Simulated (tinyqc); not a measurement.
Inside a calculation. Model: the 3-omega method: a line heater on a substrate with a thin film. Computed by tinyqc, a small Python program that keeps every step. Command: `OMP_NUM_THREADS=1 python tinyqc.py 3004377 3004378 out.jsonl threeomega walk`. One thread of a shared host (Intel(R) Xeon(R) Processor @ 2.30GHz), about 0.01 s of CPU time with the checks. Intermediate numbers are printed to about 5 digits and carried at full precision; extremes and crossings named in words are read from the listed rows.

A current at angular frequency omega = 2 pi f heats the line at 2 omega with the amplitude P per length; the temperature swing Delta T at 2 omega gives a voltage at 3 omega. The substrate is taken as semi-infinite and isotropic, and the heat capacity of heater and film is left out.

Inputs (values chosen for the exercise, modelled on a phase-change telluride on germanium):
```
quantity                                    value           unit
substrate conductivity kappa                 57.3        W/(m K)
substrate heat capacity C                    1.73  1e6 J/(m^3 K)
heater half-width b                            24     micrometre
power amplitude per length P                  8.7            W/m
current frequency f                            24             Hz
film thickness t                              320             nm
film conductivity kappa_f                    0.53        W/(m K)
interface resistance R_i                      3.5       m^2 K/GW
substrate thickness d_s                       380     micrometre
temperature coefficient of resistance beta    3.3         1e-3/K
voltage amplitude V_1                        0.93              V
```

## Penetration depth

D = kappa/C; q = sqrt(2 i omega/D); penetration depth 1/|q| = sqrt(D/(2 omega)).

diffusivity D = 33.121 mm^2/s

penetration depth = 331.39 micrometre

|q| b = 0.072422

penetration depth / d_s = 0.87209

Caution: the penetration depth exceeds a fifth of the substrate thickness, so the back face is felt and the semi-infinite formula fails.

## Temperature swing of the bare substrate

Delta T_s = (P/(pi kappa)) int_0^infinity (sin x/x)^2 / sqrt(x^2 + (q b)^2) dx with (q b)^2 = i |q b|^2, averaged over the heater width (12 Gauss-Legendre points on each of the pieces 0, 14 log-spaced edges from 1e-5 to 1, and multiples of pi to 40 pi; the tail adds 1/(4 (40 pi)^2)). For |q| b much below 1: Delta T_s = (P/(pi kappa)) [-ln(|q| b) + eta - i pi/4], eta = 3/2 - C_E = 0.92278, with Euler's C_E = 0.5772157.

in-phase Delta T_s = 0.17151 K

out-of-phase Delta T_s = -0.037805 K

in-phase, narrow-line form = 0.17148 K

out-of-phase, narrow-line form = -0.037958 K

The narrow-line form misses the in-phase part by -0.02 % and the out-of-phase part by +0.4 % at |q| b = 0.072.

## The film adds a constant step

One-dimensional flow across the film: Delta T_f = P (t/kappa_f + R_i)/(2 b); total in-phase swing Delta T = Delta T_s + Delta T_f; third-harmonic amplitude V_3 = V_1 beta |Delta T|/2 with the out-of-phase part included; the apparent film conductivity is t/(t/kappa_f + R_i).

Delta T_f = 0.11007 K

total in-phase swing = 0.28158 K

V_3 = 0.43596 mV

apparent film conductivity = 0.52695 W/(m K)

film share of the in-phase swing = 0.39090

The interface lowers the apparent conductivity by 1 %. The film gives a large part of the signal.

## Conductivity from the slope

Take the in-phase swing at f and at 2f; in the narrow-line limit kappa = P ln 2/(2 pi [Delta T(f) - Delta T(2f)]), whatever the film and the heater width.

in-phase Delta T_s at 2f = 0.15479 K

kappa from the slope = 57.413 W/(m K)

error of the slope method = 0.19711 %

## The window of frequencies

The slope value uses each f and 2f: kappa = P ln 2/(2 pi [Delta T(f) - Delta T(2f)]).

Bare substrate; columns: (1) f (Hz); (2) penetration depth (micrometre); (3) |q| b; (4) in-phase (K); (5) out-of-phase (K); (6) narrow-line form (K); (7) kappa from the slope (W/(m K)):
```
(1)        (2)        (3)        (4)         (5)        (6)     (7)
0.046   7569.6  0.0031706    0.32268   -0.037958    0.32268  57.300
0.46    2393.7   0.010026    0.26704   -0.037954    0.26704  57.302
4.6     756.96   0.031706    0.21140   -0.037922    0.21140  57.322
23      338.52   0.070897    0.17254   -0.037810    0.17250  57.408
92      169.26    0.14179    0.13913   -0.037479    0.13900  57.729
460     75.696    0.31706    0.10073   -0.036207    0.10011  59.383
1800    38.266    0.62719   0.069412   -0.033200   0.067144  65.025
9200    16.926     1.4179   0.037116   -0.025241   0.027721  92.711
46000   7.5696     3.1706   0.016943   -0.014528  -0.011171  193.06
270000  3.1244     7.6815  0.0069884  -0.0065788  -0.053937  468.90
```

The slope gives kappa within 1 % up to |q| b = 0.14 (f = 92 Hz) among these rows. The penetration depth stays under d_s/5 = 76 micrometre from f = 460 Hz up, so no row meets both conditions: the heater is too wide for this substrate. At high f the flow turns one-dimensional: in-phase and out-of-phase parts become equal in size (ratio 0.94 in the last row) and fall as f^(-1/2) (exponent -0.50).

Checks made by the program: narrow-line limit at |q| b = 0.002 (relative difference 7e-07).
